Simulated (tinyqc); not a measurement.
# Frequency dispersion of an accumulation capacitance by border traps, distributed model: effects of single changes

Traps spread evenly through the insulator exchange electrons with the semiconductor by tunnelling, with tau(x) = t0 exp(2 ka x) at depth x from the interface. The admittance per area Y seen at depth x obeys dY/dx = -Y^2/(i w eps0 eox) + q Nb ln(1 + i w tau)/tau, with Y(0) = i w Cs and w = 2 pi f; the gate sees Y(tox) = G + i w C. Working variable y = Y/(i w), in uF/cm^2. Cox = eps0 eox/tox.

Parameters, values chosen for the exercise; permittivity close to that of zirconium oxide: relative permittivity of the insulator eox = 22.7; insulator thickness tox = 3.7 nm; semiconductor capacitance in accumulation Cs = 0.73 uF/cm^2; density of border traps Nb = 1.9e19 cm^-3 eV^-1; decay constant of the wave function in the insulator ka = 3.8 1/nm; time constant of a trap at the interface t0 = 8e-9 s; frequency f = 1e5 Hz.

Constants: q = 1.602176634e-19 C, eps0 = 8.8541878128e-14 F/cm where lengths are in cm. Results are converted to the units shown.

Each table varies one quantity; the others keep the values above.

## Capacitance and loss against frequency

Cox; trap-free value 1/(1/Cox + 1/Cs); response depth d = ln(1/(w t0))/(2 ka), where w tau = 1; lumped estimate: all traps within d act as C_bt = q Nb d placed at d/2, so C = 1/{1/[1/(1/Cs + d/(2 eps0 eox)) + C_bt] + (tox - d/2)/(eps0 eox)}. C and G from a fine integration; dispersion -d C/d log10 f over C, from f times and over 1.1. For a broad spread of time constants G/w is close to -(pi/2) dC/d ln w.

The same in every row: trap-free C (uF/cm^2) = 0.6435.

Capacitance and loss against frequency:
```
f (Hz)   d (nm)  C (uF/cm^2)  G/w (uF/cm^2)  dispersion (% a decade)  -(pi/2) dC/d ln w (uF/cm^2)  lumped C (uF/cm^2)
10        1.908        1.132        0.05175                    6.697                      0.05171               1.094
100       1.605        1.057        0.05064                    7.019                      0.05061               1.022
1000      1.302       0.9834        0.04978                    7.416                      0.04975              0.9497
10000    0.9994       0.9109        0.04916                    7.906                      0.04913              0.8784
1e5      0.6965       0.8392        0.04870                    8.514                      0.04874              0.8073
1e6      0.3935       0.7679        0.04788                    9.271                      0.04857              0.7362
1e7     0.09051       0.6977        0.04139                    9.520                      0.04532              0.6649
```

Read the table: what changes, and by how much?

C falls from 1.132 to 0.6977 uF/cm^2, towards the trap-free 0.6435; each decade of frequency removes ln 10/(2 ka) = 0.303 nm from the response depth. The dispersion rises from 6.70 to 9.52 % a decade and G/w falls from 0.0518 to 0.0414 uF/cm^2. G/w lies between 0.913 and 1.00 times -(pi/2) dC/d ln w, the relation for a broad spread of time constants.

## Effect of the insulator thickness

Same model as above.

The same in every row: d (nm) = 0.6965.

Result of one run:
columns A: tox (nm); B: C (uF/cm^2); C: G/w (uF/cm^2); D: dispersion (% a decade); E: -(pi/2) dC/d ln w (uF/cm^2); F: lumped C (uF/cm^2); G: trap-free C (uF/cm^2)
```
A         B        C      D        E       F       G
7.5  0.7246  0.03628  7.344  0.03630  0.7004  0.5737
```

What becomes of these results when the insulator thickness tox is changed from 7.5 to 20 nm, all else the same?

Result of the changed run:
columns A: tox (nm); B: C (uF/cm^2); C: G/w (uF/cm^2); D: dispersion (% a decade); E: -(pi/2) dC/d ln w (uF/cm^2); F: lumped C (uF/cm^2); G: trap-free C (uF/cm^2)
```
A        B        C      D        E       F       G
20  0.4998  0.01723  5.055  0.01723  0.4879  0.4228
```

The whole series:
columns A: tox (nm); B: C (uF/cm^2); C: G/w (uF/cm^2); D: dispersion (% a decade); E: -(pi/2) dC/d ln w (uF/cm^2); F: lumped C (uF/cm^2); G: trap-free C (uF/cm^2)
```
A         B        C      D        E       F       G
2    0.9031  0.05641  9.165  0.05646  0.8665  0.6806
2.8  0.8719  0.05258  8.847  0.05262  0.8376  0.6626
3.9  0.8323  0.04790  8.443  0.04794  0.8009  0.6394
5.4  0.7838  0.04246  7.948  0.04249  0.7557  0.6103
7.5  0.7246  0.03628  7.344  0.03630  0.7004  0.5737
10   0.6648  0.03052  6.735  0.03054  0.6443  0.5355
14   0.5873  0.02381  5.945  0.02382  0.5710  0.4839
20   0.4998  0.01723  5.055  0.01723  0.4879  0.4228
```

As tox goes from 2 to 20, C falls from 0.903 to 0.500 uF/cm^2, the dispersion falls from 9.16 to 5.05 % a decade and G/w falls from 0.0564 to 0.0172 uF/cm^2. The lumped estimate is 4.1 % below C in the first row and 2.4 % below it in the last.

Computed by the program tinyqc: `OMP_NUM_THREADS=1 python tinyqc.py 2202011 2202012 out.jsonl`, one thread of a shared Intel Xeon 2.30GHz, about 0.4 s for the whole run.
